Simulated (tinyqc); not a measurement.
Inside a calculation. Model: donor or exciton in a quantum well (variational effective-mass method). Computed by tinyqc, a small Python program that keeps every step. Command: `OMP_NUM_THREADS=1 python tinyqc.py 3024838 3024839 out.jsonl welldonor walk`. One thread of a shared host (Intel(R) Xeon(R) Processor @ 2.30GHz), about 0.1 s of CPU time with the checks. Intermediate numbers are printed to about 5 digits and carried at full precision; extremes and crossings named in words are read from the listed rows.

H = -nabla^2 - 2/|r - r_i| + V(z) in effective units; trial function psi = f(z) exp(-|r - r_i|/lambda), f the ground state of the well. Mass and screening are the same in well and barrier; l = L/a* is the width in effective units. Bands are flat: no polarisation or applied field.

Inputs (values chosen for the exercise, modelled on beta-Ga2O3):
```
quantity                              value  unit
electron mass m                       0.278   m_0
dielectric constant eps                10.1     -
well width L                            2.2    nm
trial radius lambda                    0.47    a*
donor position z_i/L from the centre    0.4     -
barrier height V_0                     0.13    eV
```

Centre: donor. Barriers: finite.

Constants: Ry = 13.605693123 eV; a_0 = 0.529177210903 angstrom.

## Effective units

Ry* = Ry m/eps^2, a* = a_0 eps/m; l = L/a*.

mass used = 0.278 m_0

Ry* = 37.079 meV

a* = 1.9226 nm

l = 1.1443

Caution: so narrow a well has large confinement energy, where non-parabolicity and barrier penetration matter.

## The subband

k solves k tan(k l/2) = sqrt(v - k^2), v = V_0/Ry*, 0 < k l/2 < pi/2 (bisection); f = cos(k z) inside and cos(k l/2) exp(-kappa (|z| - l/2)) outside, kappa = sqrt(v - k^2); subband energy k^2 Ry*.

k = 1.3449 1/a*

subband energy = 67.067 meV

kappa = 1.3028 1/a*

## Binding at the trial radius

Binding E_b(lambda) = -1/lambda^2 + 4 A/(lambda B), with A = int f^2 exp(-2 s/lambda) dz, B = int f^2 exp(-2 s/lambda)(1 + 2 s/lambda) dz and s = |z - z_i|; 40 Gauss-Legendre points on each piece between the walls at z = -l/2 and l/2 and z_i, and out to 12/(kappa + 1/lambda) beyond the walls.

A = 0.29599 a*

B = 0.56022 a*

E_b(lambda) = -0.030354 Ry*

## Best radius

Golden-section search for the maximum over lambda from 0.3 to 4, 40 steps.

best lambda = 1.0490 a*

binding in Ry* = 1.3833

binding energy = 51.291 meV

radius lambda a* = 2.0168 nm

Confinement changes the binding by a factor 1.383 against the bulk value (with finite barriers it peaks in a narrow well and returns to 1 as L tends to 0, and away from the walls of a wide well it tends to 1).

## Binding against well width

Each row maximises over lambda (golden section, 0.3 to 4).

Against width:
```
L (nm)  lambda (a*)  binding (Ry*)  binding (meV)
0.66         0.9775         1.4083         52.218
1.20         0.9896         1.4870         55.135
2.20         1.0490         1.3833         51.291
4.00         1.1330         1.1370         42.158
7.00         1.1472         0.9180         34.039
```

The binding peaks at 1.487 Ry* near L = 1.2 nm: in narrower wells the envelope leaks into the barriers and returns towards three dimensions. In the widest well it is 0.918 Ry*; below 1 because the donor is off centre, where the envelope is small. Rows under about 2 nm are a few atomic layers, where the envelope model is only a guide.

## Binding against position

The formulas are those given above.

Against position:
```
z_i/L  lambda (a*)  binding (Ry*)  binding (meV)
0.0         0.9707         1.5959         59.175
0.1         0.9747         1.5816         58.643
0.2         0.9876         1.5393         57.075
0.3         1.0114         1.4716         54.563
0.4         1.0490         1.3833         51.291
0.5         1.1022         1.2825         47.554
```

From the centre to the wall the binding falls from 59.175 to 47.554 meV, 80 % of the centre value, since the walls keep the electron away from an off-centre ion; uniform doping thus gives a band of levels 11.621 meV wide, with a peak in its density at the centre value, where the slope vanishes.

Checks made by the program: the wide-well limit, 1 Ry* (relative difference 3e-03).
